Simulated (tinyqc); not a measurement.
## Radius from the resistance

Problem. Two half-spaces of a free-electron metal (one valley, spin 2) meet through a circular opening of radius a in an insulating sheet. kF = (3 pi^2 n)^(1/3), resistivity rho = hbar kF/(n q^2 l). Maxwell: RM = rho/(2 a); Sharvin: RS = 4 rho l/(3 pi a^2); interpolation R = RS + gamma RM, gamma = (1 + 0.83 K)/(1 + 1.33 K), K = l/a. Find a.

Parameters, values chosen for the exercise:
- n = 5.5e22 cm^-3 (free-electron density)
- l = 3.5 nm (mean free path)

Constants: q = 1.602176634e-19 C, hbar = 1.054571817e-34 J s. Results are converted to the units shown.

R = 225.66377 ohm

Solution. R falls steadily as a grows, so there is one root, found by bisection.

a = 1.50 nm
K = 2.33

tinyqc, about 0.01 s, one thread, Intel Xeon 2.30GHz (shared host): `OMP_NUM_THREADS=1 python tinyqc.py 2760098 2760099 out.jsonl`
